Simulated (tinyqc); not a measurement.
Worked calculation: tight binding, honeycomb lattice. One step of it, computed by the program tinyqc.

Problem. Bloch Hamiltonian at K. H_AB = -t1 (1 + exp(-i k.a1) + exp(-i k.a2)); H_AA = delta - 2 t2 sum cos(k.b + phi), H_BB = -delta - 2 t2 sum cos(k.b - phi), b = a1, a2 - a1, -a2.

Parameters chosen for this model:
```
parameter     value                        unit
t1         1.450000                 eV, nearest
t2                0       eV, second neighbours
phi               0  rad, phase of t2 (Haldane)
delta      1.220000          eV, +/- on A and B
```

k point K (fractions of the reciprocal vectors): [0.333333, 0.666667]

Give: H(k) at K.

Solution.

H(k) at K (eV), order A, B:
$$\begin{pmatrix}
1.220 & 0.000 \\
0.000 & -1.220
\end{pmatrix}$$
